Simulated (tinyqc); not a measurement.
From Hall mobility back to peak concentration N_0: sheet resistance and Hall data of a diffused or implanted layer. Computed by tinyqc, a small Python program. Command: `OMP_NUM_THREADS=1 python tinyqc.py 3031099 3031100 out.jsonl layer inv`. One thread of a shared host (Intel(R) Xeon(R) Processor @ 2.30GHz), about 0.2 s of CPU time with the checks.

Carriers are taken equal to the net active doping down to the junction (full ionisation, which deep dopants in wide-gap hosts do not reach; no spill-over, no depletion), and the Hall factor is 1.

Inputs (values chosen for the exercise, modelled on arsenic in silicon):

| quantity | value | unit |
|---|---|---|
| mu_min | 52.9 | cm^2/(V s) |
| mu_max | 1390 | cm^2/(V s) |
| N_ref | 1e+17 | 1/cm^3 |
| exponent alpha | 0.66 | - |
| length scale l | 45 | nm |
| background doping N_B (opposite type) | 4.7e+15 | 1/cm^3 |
| solubility limit N_s | 2.2e+20 | 1/cm^3 |

Profile: Gaussian at the surface. Activation: limited by solubility.

Constants: e = 1.602176634e-19 C.

Method:
- N(x) = N_0 exp(-x^2/l^2), dose N_0 l sqrt(pi)/2, junction x_j = l sqrt(ln(N_0/N_B)).
- Mobility mu = mu_min + (mu_max - mu_min)/(1 + (N_t/N_ref)^alpha), N_t = active doping + N_B; carriers n = active doping - N_B, active doping min(N, N_s).
- Integrals from x_0 (0 unless stated) to x_j by the midpoint rule on 400 even intervals: 1/R_s = e int n mu dx; sheet density n_s = int n dx; Hall sheet density (int n mu dx)^2/int n mu^2 dx; Hall mobility int n mu^2 dx/int n mu dx.
- Mean conductivity 1/(R_s x_j); mean mobility 1/(e n_s R_s).

Question. A run gave the result below. Find the peak concentration N_0, known to lie between 2e+20 and 5.6e+20 1/cm^3.

Hall mobility = 69.04039 cm^2/(V s)

Answer.

Each step takes the trial c = (a f_b - b f_a)/(f_b - f_a), f being the result less the target and a, b, c the logarithms of the listed values; c replaces end b, the old b replaces a if the sign of f changed, and otherwise f_a is halved.

Scan of the range:

| peak concentration N_0 (1/cm^3) | Hall mobility (cm^2/(V s)) |
|---|---|
| 2.00e+20 | 72.4877 |
| 2.37e+20 | 70.5337 |
| 2.82e+20 | 69.3672 |
| 3.35e+20 | 68.5430 |
| 3.97e+20 | 67.9117 |
| 4.72e+20 | 67.3901 |
| 5.60e+20 | 66.9605 |

False position (Illinois rule, in the logarithm of the input) inside the bracket:

| step | end a | end b | trial | Hall mobility (cm^2/(V s)) |
|---|---|---|---|---|
| 1 | 2.82000e+20 | 3.35000e+20 | 3.01929e+20 | 69.0121 |
| 2 | 2.82000e+20 | 3.01929e+20 | 2.98899e+20 | 69.0619 |
| 3 | 3.01929e+20 | 2.98899e+20 | 3.00203e+20 | 69.0404 |
| 4 | 2.98899e+20 | 3.00203e+20 | 3.00200e+20 | 69.0404 |

Hall mobility falls at every point of a 13-point scan of the range (every second point is shown), so one value fits; it is bracketed by 2.82e20 and 3.35e20. Answer: peak concentration N_0 = 3.002e20 1/cm^3.
